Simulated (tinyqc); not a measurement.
MOSFET in the linear regime without short-channel effects, parameter extraction from computed curves: extraction methods against the body factor.

Inversion charge Q = Cox n Vt W0(exp((Vg - VT)/(n Vt))), W0 the Lambert function and n = nf; u = Q/Cox; mobility mu = mu0/(1 + th1 u + th2 u^2); channel resistance Rch = (L - dL)/(W mu Q); Id = Vd/(Rch + Rsd/W). Cox = eps0 eox/tox. Small Vd, no channel-length or drain effects.

From the continuous curve Id(Vg): tangent at peak gm (V_ext = Vg - Id/gm); constant current Id = 0.1 uA W/L; peak of d2Id/dVg2; Y = Id/sqrt(gm) drawn through Vg = VT + 0.6 and VT + 0.8 V, with intercept VT_Y and slope s. Mobilities gm,max L/(W Cox Vd) and s^2 L/(W Cox Vd) with the drawn L. Last column: share of Rsd/W in the total resistance at VT + 0.8 V.

Values chosen for this exercise; channel values of the order met in silicon transistors: temperature T = 300 K; relative permittivity of the gate insulator (close to silicon dioxide) eox = 3.9; insulator thickness tox = 1.2 nm; low-field mobility mu0 = 180 cm^2/(V s); first mobility attenuation factor th1 = 0.2 1/V; second mobility attenuation factor th2 = 0 1/V^2; threshold voltage VT = 0.49 V; gate width W = 1 um; drawn gate length L = 0.043 um; drawn less effective length dL = 0.005 um; source plus drain resistance Rsd = 360 ohm um; drain voltage Vd = 0.025 V.

Constants: q = 1.602176634e-19 C, kB = 1.380649e-23 J/K, Vt = kB T/q, eps0 = 8.8541878128e-14 F/cm where lengths are in cm. Results are converted to the units shown.

Extraction methods against the body factor:
columns A: nf; B: V_ext (V); C: constant current (V); D: second derivative (V); E: VT_Y (V); F: mobility from gm (cm^2/(V s)); G: mobility from Y (cm^2/(V s)); H: series share (%)
```
A        B      C      D      E     F    G     H
1    0.462  0.464  0.470  0.533  85.5  188  75.4
1.1  0.458  0.457  0.468  0.534  82.5  186  75.3
1.2  0.453  0.451  0.465  0.535  79.8  184  75.2
1.3  0.448  0.445  0.462  0.535  77.3  183  75.0
1.4  0.444  0.438  0.458  0.536  75.0  181  74.9
1.5  0.438  0.431  0.455  0.536  72.8  180  74.8
1.6  0.433  0.424  0.451  0.536  70.9  178  74.7
1.7  0.428  0.417  0.448  0.536  69.0  176  74.6
```

The model has VT = 0.49 V and mu0 = 180 cm^2/(V s). Over the table the extracted thresholds move by 34 mV (tangent), 47 mV (constant current), 23 mV (second derivative), 3.9 mV (Y function). The mobility from gm falls from 85.5 to 69.0 and that from Y falls from 188 to 176 cm^2/(V s).

Program tinyqc, `OMP_NUM_THREADS=1 python tinyqc.py 2210017 2210018 out.jsonl`; Intel Xeon 2.30GHz, shared host, one thread, about 0.01 s.
